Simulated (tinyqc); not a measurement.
Virtual-crystal alloy in the empirical-pseudopotential method: sweeps and comparisons. A value that a table varies takes the place of the one given here.

Empirical pseudopotential on the fcc lattice, atoms at +/- tau, tau = a (1,1,1)/8, no spin-orbit coupling. H(G,G') = c (2 pi/a)^2 |k + G|^2 delta + VS(q) cos(q.tau) + i VA(q) sin(q.tau), q = G - G', c = hbar^2/2m0; k and G in units of 2 pi/a; VS at |q|^2 = 3, 8, 11 and VA at 3, 4, 11, in rydberg, zero elsewhere. At each k the basis holds all G with |k + G|^2 up to 16; energies are counted from the fourth level at Gamma.

Virtual crystal A(1-x)B(x): a = (1 - x) a_A + x a_B. Rule linear: V = (1 - x) V_A + x V_B. Rule volume: V = [(1 - x) a_A^3 V_A + x a_B^3 V_B]/a^3, since a form factor is an atomic potential divided by the cell volume.

Constants: hbar^2/2m0 = 3.80998211 eV angstrom^2; Ry = 13.60569312 eV.

Values chosen for the exercise (classic local form factors of the size used for Si (A) and Ge (B), which place X and L only to a few tenths of an eV; the results hold for these values, not for the real material):

| symbol | value | unit | meaning |
|---|---|---|---|
| a | (5.433, 5.651) | angstrom | lattice constants of A, B |
| VSA | (-0.209, 0.039, 0.079) | Ry | symmetric form factors of A |
| VAA | (0, 0, 0) | Ry | antisymmetric form factors of A |
| VSB | (-0.23, 0.01, 0.06) | Ry | symmetric form factors of B |
| VAB | (0, 0, 0) | Ry | antisymmetric form factors of B |
| rule | linear |  | mixing rule |

## Gaps across the alloy

Gaps from the valence top to the fifth band at Gamma, at L = (1/2,1/2,1/2) and at the lowest of k = (f,0,0), f = 0.70, 0.75, ..., 1.00. Bowing C = 4 [(E(0) + E(1))/2 - E(1/2)].

Gaps (eV):

| x | Gamma | Delta/X | f of the minimum | L | lowest |
|---|---|---|---|---|---|
| 0.000 | 3.323 | 0.715 | 0.85 | 1.767 | Delta/X |
| 0.167 | 3.347 | 0.763 | 0.85 | 1.638 | Delta/X |
| 0.333 | 3.012 | 0.810 | 0.85 | 1.503 | Delta/X |
| 0.500 | 2.582 | 0.855 | 0.85 | 1.364 | Delta/X |
| 0.667 | 2.143 | 0.898 | 0.85 | 1.221 | Delta/X |
| 0.833 | 1.696 | 0.939 | 0.85 | 1.073 | Delta/X |
| 1.000 | 1.241 | 0.978 | 0.85 | 0.922 | L |

bowing (eV): Gamma -1.200, Delta/X -0.033, L -0.078

The lowest valley changes: Delta/X to L between x = 0.833 and 1.000. From A to B the Gamma gap moves by -2.08 eV, L by -0.85 eV and Delta/X by +0.26 eV; a move of Delta/X below about 0.4 eV is within the error of such form factors, sign included. The virtual crystal holds no disorder and no bond relaxation, so its bowing comes from the non-linear dependence on the mean potential and volume alone, and it may differ from measured bowing, which is positive in these alloys, in size and even in sign; crossings move with it; where the character of the fifth band at Gamma changes along x, its value mixes two levels.

## Two mixing rules

Gaps from the valence top to the fifth band at Gamma, at L = (1/2,1/2,1/2) and at the lowest of k = (f,0,0), f = 0.70, 0.75, ..., 1.00. Both rules agree at the ends.

Gaps (eV):

| x | Gamma, linear | Delta/X, linear | L, linear | Gamma, volume | Delta/X, volume | L, volume |
|---|---|---|---|---|---|---|
| 0.25 | 3.224 | 0.787 | 1.571 | 3.168 | 0.788 | 1.551 |
| 0.50 | 2.582 | 0.855 | 1.364 | 2.507 | 0.856 | 1.336 |
| 0.75 | 1.921 | 0.919 | 1.147 | 1.864 | 0.920 | 1.126 |

At x = 0.5 the volume rule moves Gamma by -75 meV, Delta/X by +1 meV and L by -28 meV, that is the bowing by -4 times these; the lattice constants differ by 4.0 %, and the rules would coincide for equal ones.

Computed by tinyqc, a small Python program: `OMP_NUM_THREADS=1 python tinyqc.py 1081369 1081370 out.jsonl` (the numbers bound the seed that draws the inputs); one thread of a shared host (Intel(R) Xeon(R) Processor @ 2.30GHz), about 0.2 s for the whole set of steps.
